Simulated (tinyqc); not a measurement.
Strain and the order of the valence edges: six-band k.p model of the valence band of a wurtzite crystal.

At k = 0: E1 = D1c + D2c + Te + Le (pure HH); E2, E3 = Le + u +/- sqrt(u^2 + 2 D3c^2), u = (D1c - D2c + Te)/2, D1c = Dcr, D2c = D3c = Dso/3. The weight of LH in state 2 is fL = (E2 - Le)^2/((E2 - Le)^2 + 2 D3c^2). Relative strengths of transitions to the conduction band: for E perpendicular to c (TE) 1/2, fL/2, (1 - fL)/2; for E along c (TM) 0, 1 - fL, fL, with one momentum element for both directions.

Strain of a c-plane layer: exx = eyy = e_par, ezz = -2 (C13/C33) e_par; Le = D1 ezz + D2 (exx + eyy), Te = D3 ezz + D4 (exx + eyy).

Conduction edge: Ec = (top of the unstrained valence band) + Eg + (a1 + D1) ezz + (a2 + D2)(exx + eyy).
Constants: kB = 8.617333262e-05 eV/K.

Parameters, chosen for this exercise (near those of AlN; shifted at random, so the results belong to these values and not to a real crystal): Dcr = -0.1586 eV (crystal-field splitting); Dso = 0.0181 eV (spin-orbit splitting); Eg = 6.29 eV (direct gap at Gamma from the top of the unstrained valence band); a1 = -3.42 eV (gap potential along c); a2 = -11.83 eV (gap potential in the plane); D1 = -16.42 eV; D2 = 7.63 eV; D3 = 8.62 eV; D4 = -3.89 eV; C13 = 109 GPa; C33 = 368 GPa; T = 100 K (temperature).

Edges from the unstrained top. Degree of polarisation (TE - TM)/(TE + TM), each state weighted by exp(E/kT) alone (equal densities of states).

Results:
```
e_par (%),E1 (meV),E2 (meV),E3 (meV),fL,lowest transition (eV),polarisation
-0.80,-249.8,-199.2,-263.0,0.018,6.4624,-0.978
-0.60,-225.6,-149.5,-238.5,0.009,6.4194,-0.990
-0.40,-201.4,-99.7,-214.1,0.006,6.3763,-0.994
-0.20,-177.2,-49.9,-189.8,0.004,6.3332,-0.996
0.00,-153.0,0.0,-165.5,0.003,6.2900,-0.997
0.20,-128.8,49.9,-141.3,0.002,6.2468,-0.998
0.40,-104.6,99.8,-117.0,0.002,6.2036,-0.998
0.60,-80.4,149.8,-92.8,0.001,6.1603,-0.999
0.80,-56.2,199.7,-68.5,0.001,6.1171,-0.999
```

E1 = E2 requires Dcr + Te = 0, which here falls at e_par = -1.23 %, outside the sweep, so state 2 stays on top. The polarisation goes from -0.98 to -1.00; the lowest transition moves by -216 meV per 1 % on average.

Computed by tinyqc, a small Python program: `OMP_NUM_THREADS=1 python tinyqc.py 1080419 1080420 out.jsonl` (the numbers bound the seed that draws the inputs); one thread of a shared host (Intel(R) Xeon(R) Processor @ 2.30GHz), about 0.01 s for the whole set of steps.
